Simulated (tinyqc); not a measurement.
Surface potential of a MOS transistor: implicit equation and explicit approximations: two steps of the calculation.

p-type body, charge-sheet picture, depletion and inversion only, full ionisation (an idealisation for deep acceptors), Boltzmann statistics (rough once Na exp(x - xn) passes about Nc/7). In units of Vt: xg = (Vg - Vfb)/Vt, x = psi/Vt, G = gamma/sqrt(Vt), xn = (2 phiF + Vc)/Vt. The implicit equation is (xg - x)^2 = G^2 [x - 1 + exp(x - xn)] for x above about 3. Cox = eps0 eox/tox.

Values chosen for this exercise; band and dielectric values close to those of silicon:
```
symbol,value,unit,meaning
T,400,K,temperature
Eg,1.13,eV,band gap
eps_r,11.8,,relative permittivity
Nc,4.33e19,cm^-3,conduction-band density of states at T
Nv,4.05e19,cm^-3,valence-band density of states at T
eox,8.95,,relative permittivity of the gate insulator (close to aluminium oxide)
tox,30,nm,insulator thickness
Na,1.1e18,cm^-3,acceptor density
Vfb,-0.6,V,flat-band voltage
Vc,0,V,channel-body voltage
Vg,2.43,V,gate-body voltage
```

Constants: q = 1.602176634e-19 C, kB = 1.380649e-23 J/K, Vt = kB T/q, eps0 = 8.8541878128e-14 F/cm where lengths are in cm. Results are converted to the units shown.

Problem 1. Scales. ni = sqrt(Nc Nv) exp(-Eg/(2 Vt)), Eg in volts; phiF = Vt ln(Na/ni); gamma = sqrt(2 q eps0 eps_r Na)/Cox; VT = Vfb + Vt (xn + G sqrt(xn - 1)).

Wanted: phiF; gamma; G; xn; VT; xg.

Solution 1.

phiF = 0.43955 V
gamma = 2.2974 V^0.5
G = 12.374
xn = 25.504
VT = 2.3905 V
xg = 87.904

Problem 2. Potential, charges and gate control. psi = Vt x; N_dep = Cox Vt G sqrt(x - 1)/q; N_inv = (Cox Vt G/q) [sqrt(x - 1 + exp(x - xn)) - sqrt(x - 1)]; dpsi/dVg = 1/[1 + G^2 (1 + exp(x - xn))/(2 (xg - x))].

converged x = 25.477484
G = 12.374138
xn = 25.503929
xg = 87.904225

Wanted: psi; N_dep; N_inv; dpsi/dVg.

Solution 2.

psi = 0.87819 V
N_dep = 3.4791e12 cm^-2
N_inv = 6.8538e10 cm^-2
dpsi/dVg = 0.29233

psi lies 0.026 Vt below 2 phiF + Vc.

tinyqc, about 0.01 s, one thread, Intel Xeon 2.30GHz (shared host): `OMP_NUM_THREADS=1 python tinyqc.py 2122187 2122188 out.jsonl`
